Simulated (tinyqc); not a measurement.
Six-transistor SRAM cell, nodal equations and margins: one step of the calculation.

Two cross-coupled inverters (pull-down bn, pull-up bp) hold the nodes Q and QB; access transistors (ba, threshold VTn, gate on the word line at Vdd when selected) join them to the bit lines. Transistor (EKV form, voltages against the body): I = 2 n b Vt^2 [F(vp - Vs) - F(vp - Vd)] from drain to source, F(v) = ln^2(1 + exp(v/(2 Vt))), vp = (Vg - VT + sg |Vd - Vs|)/n. n-channel bodies are at 0; for the p-channel device all voltages are counted down from Vdd. b in uA/V^2 gives I in uA. For an access transistor the bit line is the drain and the node the source. In a read both bit lines are at Vdd. The cell is symmetric (no mismatch).

Question. Node voltages in a read by Newton steps. F1 = In(gate QB, drain Q) - Ip(gate QB, drain Q) - Ia(bit line, Q), F2 the same with Q and QB exchanged; J by central differences with +/- 1e-6 V; solve J d = -F, limit each component to +/- 0.15 V and add.

Values chosen for this exercise:
- T = 300 K (temperature)
- Vdd = 0.8 V (supply voltage)
- n = 1.19 (slope factor)
- sg = 0.023 (drain-induced barrier lowering)
- VTn = 0.3 V (n-channel threshold)
- VTp = 0.32 V (p-channel threshold (magnitude))
- bn = 700 uA/V^2 (gain factor of the pull-down transistor)
- ba = 470 uA/V^2 (gain factor of the access transistor)
- bp = 330 uA/V^2 (gain factor of the pull-up transistor)

Constants: q = 1.602176634e-19 C, kB = 1.380649e-23 J/K, Vt = kB T/q. Results are converted to the units shown.

(Q, QB) at the start (V): Q 0.00000000, QB 0.80000000

Give: F1, F2; J; (Q, QB) after iteration 1.

Answer.

F1, F2 (uA): [-53.07, 0.00]

J (uS):
```
        Q     QB
F1  598.2    0.0
F2    0.0  158.3
```

(Q, QB) after iteration 1 (V): Q 0.0887, QB 0.8000

tinyqc, about 0.1 s, one thread, Intel Xeon 2.30GHz (shared host): `OMP_NUM_THREADS=1 python tinyqc.py 2340034 2340035 out.jsonl`
